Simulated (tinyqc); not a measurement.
# Resonant-tunnelling diode, transfer matrices and Tsu-Esaki current: what changes with what

Emitter (band edge 0), barrier d1, well Lw, barrier d2, collector (edge -V). The bias drops linearly over these layers and none in the contacts; each layer is cut into ns equal slices, flat at the value of their centres. E is the energy of motion across the layers, C = hbar^2/(2 m0), psi and psi'/m are continuous. Transport is coherent, T(E) is taken as independent of the transverse momentum, and charge in the well is ignored.

Parameters, values chosen for the exercise; masses and offsets close to those of GaN wells and AlGaN barriers:
```
symbol,value,unit,meaning
T,77,K,temperature
mw,0.21,m0,"mass in the well, spacer and contacts"
U1,0.6,eV,barrier height
m1,0.26,m0,barrier mass
d1,0.8,nm,emitter barrier
Lw,2.7,nm,well width
d2,0.8,nm,collector barrier
ns,4,,slices in each layer
Ef,0.053,eV,Fermi energy of both contacts above their band edges
V,0.13,V,bias of the collector
```

Constants: q = 1.602176634e-19 C, kB = 1.380649e-23 J/K, hbar = 1.054571817e-34 J s, m0 = 9.1093837015e-31 kg, Vt = kB T/q, hbar^2/(2 m0) = 0.0380998212 eV nm^2. Results are converted to the units shown.

Each table varies one quantity; the others keep the values above.

## Current against voltage

For the pair (psi, psi'/m) a flat layer has M = [[cos kd, (m/k) sin kd], [-(k/m) sin kd, cos kd]] with k = sqrt(m (E - U)/C) above its edge U, and M = [[cosh Kd, (m/K) sinh Kd], [(K/m) sinh Kd, cosh Kd]] with K = sqrt(m (U - E)/C) below it. Later slices stand to the left. With M acting on (psi, psi'/m) and v = k/m in each lead, T(E) = 4 vL vR/[(vL vR M12 - M21)^2 + (vR M11 + vL M22)^2]. J = J0 times the integral over E > 0 of T(E) N(E), N = ln[(1 + exp((Ef - E)/Vt))/(1 + exp((Ef - V - E)/Vt))], J0 = q^2 mw m0 kB T/(2 pi^2 hbar^3) (times 1e-4 for A/cm^2 per eV). The integral is converged to the digits shown.

Current against voltage:
```
V (V)	J (kA/cm^2)
0.022	3.565
0.054	14.34
0.086	61.62
0.118	251.4
0.15	596.7
0.183	789.1
0.215	388.7
0.247	102.4
0.279	59.98
0.311	45.62
0.343	39.53
0.375	37.15
```

Among the rows the current peaks at 789 kA/cm^2 at V = 0.183 V and falls to 37.2 kA/cm^2 at 0.375 V, a ratio of 21.2 (it is still falling in the last row, so the valley lies there or beyond). At zero bias the resonance lies at 0.111 eV and the centre of the well takes the share 0.500 of the bias, so the level should reach the emitter band edge near V = 0.223 V; beyond that only the tail of the broadened level (width 11.0 meV at zero bias) and off-resonant tunnelling carry current. Without scattering and space charge the valley comes out far lower than in a real diode.

## Effect of the Fermi energy

Same model as above.

Er is the first maximum of T(E) at this bias.

Result of one run:
```
Ef (eV)	N at Er = 0.0453 eV	J (kA/cm^2)
0.046	0.7473	216.8
```

What becomes of these results when the Fermi energy of both contacts above their band edges Ef is changed from 0.046 to 0.092 eV, all else the same?

Result of the changed run:
```
Ef (eV)	N at Er = 0.0453 eV	J (kA/cm^2)
0.092	7.039	1803
```

The whole series:
```
Ef (eV)	N at Er = 0.0453 eV	J (kA/cm^2)
0.011	0.005673	4.068
0.023	0.03412	18.57
0.034	0.1673	66.22
0.046	0.7473	216.8
0.058	2.052	517.6
0.069	3.599	892.0
0.081	5.385	1354
0.092	7.039	1803
```

J rises from 4.07 to 1800 kA/cm^2, a factor of 443, while N at the resonance grows by 1240. They differ because with Ef well below Er the tail of the resonance at lower energy carries a larger share.

Numbers from tinyqc (`OMP_NUM_THREADS=1 python tinyqc.py 2600038 2600039 out.jsonl`; about 0.08 s on one thread of a shared Intel Xeon 2.30GHz).
